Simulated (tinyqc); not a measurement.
Six-transistor SRAM cell, nodal equations and margins: two steps of the calculation.

Two cross-coupled inverters (pull-down bn, pull-up bp) hold the nodes Q and QB; access transistors (ba, threshold VTn, gate on the word line at Vdd when selected) join them to the bit lines. Transistor (EKV form, voltages against the body): I = 2 n b Vt^2 [F(vp - Vs) - F(vp - Vd)] from drain to source, F(v) = ln^2(1 + exp(v/(2 Vt))), vp = (Vg - VT + sg |Vd - Vs|)/n. n-channel bodies are at 0; for the p-channel device all voltages are counted down from Vdd. b in uA/V^2 gives I in uA. For an access transistor the bit line is the drain and the node the source. In a read both bit lines are at Vdd. The cell is symmetric (no mismatch).

Inputs (values chosen for the exercise):
```
symbol  value    unit                                  meaning
T         273       K                              temperature
Vdd       1.2       V                           supply voltage
n        1.23                                     slope factor
sg      0.021                   drain-induced barrier lowering
VTn      0.41       V                      n-channel threshold
VTp      0.33       V          p-channel threshold (magnitude)
bn        670  uA/V^2  gain factor of the pull-down transistor
ba        450  uA/V^2     gain factor of the access transistor
bp        240  uA/V^2    gain factor of the pull-up transistor
```

Constants: q = 1.602176634e-19 C, kB = 1.380649e-23 J/K, Vt = kB T/q. Results are converted to the units shown.

Problem 1. Node voltages in a read by Newton steps. F1 = In(gate QB, drain Q) - Ip(gate QB, drain Q) - Ia(bit line, Q), F2 the same with Q and QB exchanged; J by central differences with +/- 1e-6 V; solve J d = -F, limit each component to +/- 0.15 V and add.

(Q, QB) after iteration 1 (V): Q 0.1347118, QB 1.2000000

Wanted: F1, F2; J; (Q, QB) after iteration 2.

Solution 1.

F1, F2 (uA): [-12.418, 0.000]

J (uS):

|  | Q | QB |
|---|---|---|
| F1 | 718.04 | 90.26 |
| F2 | 0.01 | 176.47 |

(Q, QB) after iteration 2 (V): Q 0.1520, QB 1.2000

Problem 2. Read current and disturbance. Iread = Ia(bit line at Vdd, source Q); cell ratio bn/ba; time to pull a bit line of 20 fF down by 0.1 V at that current.

(Q, QB) (V): Q 0.15230117, QB 1.1999983

Give: Iread; cell ratio; time.

Solution 2.

Iread = 71.38 uA
cell ratio = 1.489
time = 28.02 ps

Program tinyqc, `OMP_NUM_THREADS=1 python tinyqc.py 2340067 2340068 out.jsonl`; Intel Xeon 2.30GHz, shared host, one thread, about 0.1 s.
